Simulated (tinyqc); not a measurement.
Worked calculation: thermal stress, cracking, delamination and buckling of a thin film; Griffith cracks and misfitting inclusions. Computed by tinyqc, a small Python program that keeps every step. Command: `OMP_NUM_THREADS=1 python tinyqc.py 3026430 3026431 out.jsonl filmcrack walk`. One thread of a shared host (Intel(R) Xeon(R) Processor @ 2.30GHz), about 0.01 s of CPU time with the checks. Intermediate numbers are printed to about 6 digits and carried at full precision; extremes and crossings named in words are read from the listed rows.

Isotropic linear elasticity; the substrate is much thicker than the film; stress is positive in tension.

Inputs (values chosen for the exercise, modelled on a silicon nitride film on silicon):
```
quantity,value,unit
film Young's modulus E,243,GPa
film Poisson ratio nu,0.26,-
film expansion alpha_f,3.09,1e-6/K
substrate expansion alpha_s,3.2,1e-6/K
deposition temperature T_d,450,K
final temperature T,300,K
intrinsic stress,640,MPa
film thickness h,0.054,micrometre
film toughness Gamma_f,9.63,J/m^2
interface toughness Gamma_i,1.8,J/m^2
substrate Young's modulus E_s,162,GPa
substrate Poisson ratio nu_s,0.25,-
flaw half length a,1.8,micrometre
substrate surface energy gamma_s,2,J/m^2
inclusion radius R,1.4,micrometre
```

Inclusion: sphere.

## Stress in the film

Thermal strain = (alpha_f - alpha_s)(T_d - T); stress = E/(1 - nu) x strain + intrinsic stress; plane-strain modulus Ebar = E/(1 - nu^2); G0 = stress^2 h/(2 Ebar) is the energy freed per area when a long strip loses its stress across its width.

thermal strain = -1.65e-05

film stress = 634.582 MPa

Ebar = 260.618 GPa

G0 = 0.0417191 J/m^2

The film ends in tension; the thermal part is -5.42 MPa.

## Elastic mismatch

Dundurs alpha = (Ebar - Ebar_s)/(Ebar + Ebar_s), with Ebar_s = E_s/(1 - nu_s^2). The channel-crack factor is taken as g = 1.258 (1 - alpha)^(-0.7), a rough interpolation chosen for the exercise (1.258 is the value for matched materials).

Dundurs alpha = 0.202617

factor g = 1.47406

A stiff film on a softer substrate opens wider and cracks more easily.

## Channel cracks and edge delamination

Channel crack through the film: G = pi g G0, critical thickness where G = Gamma_f. Steady delamination from an edge: G = G0, critical thickness where G = Gamma_i.

driving force for channelling = 0.193196 J/m^2

critical thickness for channelling = 2.69167 micrometre

critical thickness for delamination = 2.32987 micrometre

As the film thickens, delamination comes first. At h the film is safe against both.

## Griffith crack in the substrate

Through crack of length 2a in plane strain: K_Ic = sqrt(2 gamma_s E_s/(1 - nu_s^2)); fracture stress = K_Ic/sqrt(pi a). An edge crack of depth a has K larger by 1.1215.

toughness K_Ic = 0.831384 MPa m^0.5

fracture stress, inner crack = 349.615 MPa

fracture stress, edge crack = 311.739 MPa

The inner crack lowers the strength to 2.2 % of the ideal E_s/10.

## A misfitting inclusion

Film material fills a sphere of radius R in the substrate, with the misfit e = thermal strain (it wants to shrink if e > 0). Radial stress at the wall s0 = e/[(1 - 2 nu)/E + (1 + nu_s)/(2 E_s)]; inside it is uniform and hydrostatic; outside s_rr = s0 (R/r)^3, s_tt = -s_rr/2. Keep-out radius: where |s_rr| falls to 10 MPa (R if it is lower at the wall).

radial stress at the wall s0 = -2.82857 MPa

mean stress inside = -2.82857 MPa

keep-out radius = 1.4 micrometre

The stress does not depend on R; its reach scales with R.

## Film, cylinder and sphere at the same misfit

Thermal misfit e alone, mean stress = trace/3 and largest difference of principal stresses inside. Film: E e/(1 - nu) in two directions, 0 in the third. Cylinder: s0 = (1 + nu) e/[(1 + nu)(1 - 2 nu)/E + (1 + nu_s)/E_s] twice and s_zz = E e + 2 nu s0. Sphere: e/[(1 - 2 nu)/E + (1 + nu_s)/(2 E_s)] three times.

Stresses inside (MPa):
```
shape,s1,s2,s3,mean,largest difference
film,-5.41824,-5.41824,0.00000,-3.61216,5.41824
cylinder,-2.03725,-2.03725,-5.06887,-3.04779,3.03162
sphere,-2.82857,-2.82857,-2.82857,-2.82857,0.00000
```

The mean stress in size is 4 MPa in the film, 3 in the cylinder and 3 in the sphere, while the largest difference, twice the largest shear stress, goes from 5 through 3 to 0. In a ductile solid shear can relax by slip and hydrostatic stress cannot.

Checks made by the program: fracture stress against the maximum of 4 a gamma - pi a^2 s^2/Ebar (relative difference 3e-09).
